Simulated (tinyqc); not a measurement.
Inside a calculation. Method: Hubbard chain of 4 sites. One step of it, computed by the program tinyqc.

Problem. Mean-field iteration 2. H(up) = T + U n(down), H(down) = T + U n(up); fill the lowest levels; n(new) = n + mixing (n(out) - n); E = tr T (rho up + rho down) + U sum n_up n_down of the output.

one-body matrix (hopping and site energies) (eV), lower triangle:
```
           1          2          3         4
1   0.000000
2  -0.900000   0.000000
3   0.000000  -0.900000   0.000000
4   0.000000   0.000000  -0.900000  0.000000
```

U = 1.900000 eV

electrons, up and down: 3  1

mixing = 0.500000

n(up) after iteration 1: 1 0.805902, 2 0.694098, 3 0.694098, 4 0.805902

n(down) after iteration 1: 1 0.194098, 2 0.305902, 3 0.305902, 4 0.194098

Give: levels, up; levels, down; energy; n(up) after iteration 2; n(down) after iteration 2.

Solution.

levels, up (eV): -0.9384  -0.1330  0.9884  1.9830

levels, down (eV): -0.0830  0.9116  2.0330  2.8384

energy = -1.6106 eV

n(up) after iteration 2: 1 0.8437, 2 0.6563, 3 0.6563, 4 0.8437

n(down) after iteration 2: 1 0.1563, 2 0.3437, 3 0.3437, 4 0.1563
